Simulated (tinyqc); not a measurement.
# Changing the temperature T

Model: field-effect mobility of a thin-film transistor with band-tail and deep states (multiple trapping). Computed by tinyqc, a small Python program. Command: `OMP_NUM_THREADS=1 python tinyqc.py 3017018 3017019 out.jsonl tft sweep`. One thread of a shared host (Intel(R) Xeon(R) Processor @ 2.30GHz), about 0.2 s of CPU time with the checks.

A thick film in accumulation at small drain voltage. Only free electrons move; trapped ones still screen the gate. N_c and mu_0 are held fixed when T changes, leaving out the T^(3/2) growth of N_c. x = E_0 - psi is the distance of the Fermi level below the band edge.

Inputs (values chosen for the exercise, modelled on an amorphous In-Ga-Zn oxide):
```
quantity                                           value         unit
permittivity eps                                    11.5            -
effective density of states N_c                  4.9e+18       1/cm^3
band mobility mu_0                                    14   cm^2/(V s)
tail density at the edge g_t                     1.1e+19  1/(eV cm^3)
tail width E_t                                        37          meV
flat-band Fermi level below the edge, E_0           0.38           eV
equivalent oxide thickness t                          11           nm
surface band bending psi_s as a fraction of E_0     0.75            -
```

Deep states: none.

Constants: k_B = 8.617333262e-05 eV/K; e = 1.602176634e-19 C; eps_0 = 8.8541878128e-12 F/m.

Method:
- F_j(eta) = int_0^infinity x^j/(1 + exp(x - eta)) dx, without a gamma-function factor.
- Integrals over x = E/(k_B T) use 160 Gauss-Legendre points in u = sqrt(x) from 0 to sqrt(max(eta, 0) + 32).
- Free n(x) = N_c (2/sqrt(pi)) F_1/2(-x/k_B T), with F_1/2 from its two-term series in exp(-x/k_B T) for x >= 12 k_B T; tail n_t(x) = int_0^1.2eV g_t exp(-E/E_t)/(1 + exp((x - E)/k_B T)) dE, E counted down from the edge, 120 Gauss-Legendre points; space charge rho(psi) = n + n_t less its value at psi = 0.
- Poisson: F(psi) = sqrt((2 e/(eps eps_0)) int_0^psi rho dpsi'); V_G - V_FB = psi_s + eps F(psi_s) t/3.9; free sheet density N_f = int (n - n(E_0))/F dpsi; induced sheet density N_i = eps eps_0 F(psi_s)/e; trapezoid rule on 301 even points in psi, the first interval left out of N_f.
- mu_eff = mu_0 N_f/N_i; field-effect mobility mu_FE = mu_0 e (dN_f/dV_G)/C_ox and swing S = dV_G/dlog10(N_f), by a central difference of +/- 2 mV in psi_s; C_ox = 3.9 eps_0/t.

One run for each value; columns: (1) temperature T (K); (2) effective mobility mu_eff (cm^2/(V s)); (3) free sheet density N_f (1/cm^2); (4) V_G - V_FB (V); (5) swing S (mV/decade):
```
(1)     (2)         (3)      (4)     (5)
170  0.6013  6.1543e+09  0.35813   89.24
203  1.7333  2.0049e+10  0.36765  127.87
236  3.3718  4.5828e+10  0.38212  181.82
269  5.1262  8.3331e+10  0.40115  249.95
301  6.6611  1.2867e+11  0.42303  326.22
334  7.9617  1.8172e+11  0.44809  411.31
367  8.9707  2.3832e+11  0.47482  499.25
400  9.7310  2.9630e+11  0.50257  587.39
```

Over the rows, effective mobility mu_eff (cm^2/(V s)) rises from 0.601 to 9.73 (exponent d ln y / d ln x 6.0 between the first rows and 0.94 between the last); free sheet density N_f (1/cm^2) rises from 6.15e9 to 2.96e11 (exponent d ln y / d ln x 6.7 between the first rows and 2.5 between the last); V_G - V_FB (V) rises from 0.358 to 0.503 (exponent d ln y / d ln x 0.15 between the first rows and 0.66 between the last). At fixed band bending the Arrhenius slope of N_f between the last rows is 83 meV, against E_0 - psi_s = 95 meV.
